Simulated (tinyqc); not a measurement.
Inside a calculation. Method: UHF in the sto-3g basis, for H6, spin multiplicity 1. This run ends on a higher stationary point, not on the lowest solution. One step of it, computed by the program tinyqc.

Problem. Iteration 3: DIIS coefficients. Solve [B -1; -1 0][c; lambda] = [0; -1] for the coefficients, which sum to one.

B (overlaps of the stored error matrices):
```
                1               2              3
1   4.4060667e-01  -1.0895905e-01  7.5504374e-03
2  -1.0895905e-01   6.5859213e-02  9.1374149e-03
3   7.5504374e-03   9.1374149e-03  3.8147695e-03
```

Give: DIIS coefficients.

Solution.

DIIS coefficients: -0.116  -0.379  1.496
